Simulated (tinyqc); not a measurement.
Inside a calculation: ellipsoidal valleys in the axes of a wafer and a channel. Values are carried at full precision from step to step, so a last printed digit may differ when a step is redone from the rounded ones.

Valleys with axes a along [111], [1-1-1], [-11-1] and [-1-11], one whole valley each; inverse mass tensor w = 1/mt + (1/ml - 1/mt) a a. Device axes: z = nz/|nz|, x = nx/|nx|, y = z cross x; in them a = (ax, ay, az). Confinement mass mz = 1/w_zz. In the plane w_ij is replaced by u_ij = w_ij - w_iz w_jz/w_zz (i, j = x, y); density-of-states mass md = 1/sqrt(det u); conductivity mass along x mc = 1/u_xx; ballistic transport mass mx = u_yy/det u, width mass my = 1/u_yy.

Constants: hbar^2/2m0 = 3.80998211 eV angstrom^2; kB = 8.617333262e-05 eV/K.

Values chosen for the exercise (near those of the L valleys of Ge; shifted at random, so the results belong to these values and not to a real crystal): ml = 1.526 m0 (longitudinal mass); mt = 0.08 m0 (transverse mass); nz = (1, 1, 0) (surface normal (confinement)); nx = (1, -1, 0) (channel direction); t = 3 nm (thickness of the film); T = 400 K (temperature).

## Device axes and valley axes

Give the rows x, y, z in cubic components and each valley axis in device components.

device axes:
```
,[100],[010],[001]
x,0.7071,-0.7071,0.0000
y,0.0000,0.0000,-1.0000
z,0.7071,0.7071,0.0000
```

valley axes:
```
,ax,ay,az
[111],0.00000,-0.57735,0.81650
[1-1-1],0.81650,0.57735,0.00000
[-11-1],-0.81650,0.57735,0.00000
[-1-11],0.00000,-0.57735,-0.81650
```

## Tensors of the valley [111]

Form w and the reduced tensor u.

w (1/m0):
```
,x,y,z
x,12.5000,0.0000,0.0000
y,0.0000,8.5518,5.5836
z,0.0000,5.5836,4.6035
```

u (1/m0):
```
,x,y
x,12.5000,0.0000
y,0.0000,1.7794
```

The axis is tilted against the normal, so w_xz or w_yz is not zero and the reduction changes the masses in the plane.

## Masses of all valleys

Give mz, md, mc, mx and my.

Masses (m0):
```
valley,mz,md,mc,mx,my
[111],0.2172,0.2120,0.0800,0.0800,0.5620
[1-1-1],0.0800,0.3494,0.2172,1.0440,0.1169
[-11-1],0.0800,0.3494,0.2172,1.0440,0.1169
[-1-11],0.2172,0.2120,0.0800,0.0800,0.5620
```

mz md^2 = ml mt^2 = 0.00977 for every valley, so a heavy confinement mass comes with a small density of states. The heaviest mz is 0.217, for [111] and [-1-11].

## Subbands and shares in a film

Hard walls: E_n = c (n pi/t)^2/mz, c = hbar^2/2m0, n = 1, 2, 3. Non-degenerate share of a valley proportional to md sum_n exp(-E_n/kT); mean 1/mc = sum of share/mc. 1 nm = 10 angstrom.

Give the ladders, the shares and the mean conductivity mass.

Subbands:
```
valley,E1 (meV),E2 (meV),E3 (meV),share
[111],192.3,769.4,1731.1,0.500
[1-1-1],522.3,2089.1,4700.4,0.000
[-11-1],522.3,2089.1,4700.4,0.000
[-1-11],192.3,769.4,1731.1,0.500
```

mean mc = 0.0800 m0

The lowest ladder ([111] and [-1-11]) holds 100 % of the electrons in these valleys, the next starts 330 meV higher. Energies of several hundred meV lie beyond the parabolic range, and real barriers are finite, so these are upper bounds.

## Checks

- mz md^2 against ml mt^2: they agree to 1e-10 or better.
- mx my against md^2: they agree to 1e-10 or better.

(tinyqc, `OMP_NUM_THREADS=1 python tinyqc.py 1850992 1850993 out.jsonl`, Intel(R) Xeon(R) Processor @ 2.30GHz, 1 thread, shared host, about 0.01 s.)
